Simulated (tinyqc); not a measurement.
Both approximations at x = 1/2: order-disorder in a binary alloy on two sublattices: Bragg-Williams and pair (quasi-chemical) approximations. Computed by tinyqc, a small Python program. Command: `OMP_NUM_THREADS=1 python tinyqc.py 3022065 3022066 out.jsonl order walk`. One thread of a shared host (Intel(R) Xeon(R) Processor @ 2.30GHz), about 0.01 s of CPU time with the checks.

All z = 8 neighbours of a site lie on the other sublattice. B fills the sublattices with x + eta/2 and x - eta/2; energies are per site, from the pure components: u = -z w y with y the probability of an A-B bond taken in one order.

Inputs (values chosen for the exercise, for a model alloy): ordering energy w = (e_AA + e_BB)/2 - e_AB = 58.3 meV; fraction x of B = 0.46.

Lattice: bcc (B2 order, z = 8).

Constants: k_B = 8.617333262e-05 eV/K.

Method. Bragg-Williams: k_B T_c = 2 z w x (1 - x). Pair approximation at x = 1/2: k_B T_c = w/ln(z/(z - 2)). At x = 1/2 the alloy is an Ising model with K = w/(2 k_B T). Bragg-Williams: eta = tanh(z K eta), neighbour correlation -eta^2. Pair: h = (z - 1) artanh(tanh K tanh h), eta = tanh(z h/(z - 1)), correlation -(tanh K + tanh^2 h)/(1 + tanh K tanh^2 h). T is given in units of the Bragg-Williams T_c at x = 1/2, z w/(2 k_B).

T_c, pair approximation at x = 1/2 = 2351.71 K

Order and neighbour correlation:

| T/T_c | T (K) | eta, Bragg-Williams | correlation, Bragg-Williams | eta, pair | correlation, pair |
|---|---|---|---|---|---|
| 0.30 | 811.9 | 0.99741 | -0.99483 | 0.99734 | -0.99472 |
| 0.45 | 1217.8 | 0.97398 | -0.94863 | 0.97096 | -0.94434 |
| 0.55 | 1488.4 | 0.93553 | -0.87521 | 0.92253 | -0.85847 |
| 0.65 | 1759.0 | 0.87207 | -0.76050 | 0.83171 | -0.71522 |
| 0.75 | 2029.6 | 0.77552 | -0.60143 | 0.66642 | -0.50270 |
| 0.85 | 2300.2 | 0.62950 | -0.39627 | 0.28927 | -0.20895 |
| 0.95 | 2570.9 | 0.37949 | -0.14401 | 0.00000 | -0.13082 |
| 1.10 | 2976.8 | 0.00000 | 0.00000 | 0.00000 | -0.11315 |
| 1.50 | 4059.3 | 0.00000 | 0.00000 | 0.00000 | -0.08314 |

What does the comparison show, and why?

The pair approximation loses long-range order between T/T_c = 0.85 and 0.95, at 2352 K, and keeps a correlation of -0.083 in the last row. At its own T_c the correlation is -1/(z - 1) = -0.143, so the fewer the neighbours, the more of the ordering energy is released above T_c.
